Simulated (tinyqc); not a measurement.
# Ballast resistance and gain from the on-state line

Inverse problem. At high current V = BV (1 + be)^(-1/n) + I Ro. Find Ro, the intercept and be.

Inputs (values chosen for the exercise):
- BV = 6.4 V (junction breakdown voltage)
- n = 4 (exponent of the multiplication)

V at I = 3.9 and 7.7 mA/um (V): 4.2944057  5.0924057

Answer. The slope is Ro; the intercept over BV is (1 + be)^(-1/n).

Ro = 210 ohm um
intercept = 3.48 V
be = 10.5

tinyqc, about 0.01 s, one thread, Intel Xeon 2.30GHz (shared host): `OMP_NUM_THREADS=1 python tinyqc.py 2670110 2670111 out.jsonl`
